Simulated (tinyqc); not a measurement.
Inside a calculation. Method: Luttinger-Kohn k.p, four valence bands. One step of it, computed by the program tinyqc.

Question. Bloch Hamiltonian at k. P = c g1 k^2, Q = c g2 (kx^2 + ky^2 - 2 kz^2), R = c sqrt3 [-g2 (kx^2 - ky^2) + 2i g3 kx ky], S = 2 c sqrt3 g3 (kx - i ky) kz, c = hbar^2/2m = 3.809982 eV angstrom^2; rows [P+Q, -S, R, 0], [-S*, P-Q, 0, R], [R*, 0, P-Q, S], [0, R*, S*, P+Q]. The path ends lie at |k| = 0.08 1/angstrom.

Luttinger parameters chosen for this model; energies are counted downward from the top of the valence band:

| parameter | value | unit |
|---|---|---|
| g1 | 15.530000 |  |
| g2 | 4.240000 |  |
| g3 | 5.400000 |  |

k point k (1/angstrom): 0.007000  -0.020000  -0.009000

Give: H(k) at k.

Answer.

H(k) at k (eV), lower triangle (Hermitian):
```
                 3/2             1/2             -1/2    -3/2
3/2           0.0360
1/2   0.0045-0.0128i          0.0267
-1/2  0.0098+0.0100i          0.0000           0.0267
-3/2          0.0000  0.0098+0.0100i  -0.0045+0.0128i  0.0360
```
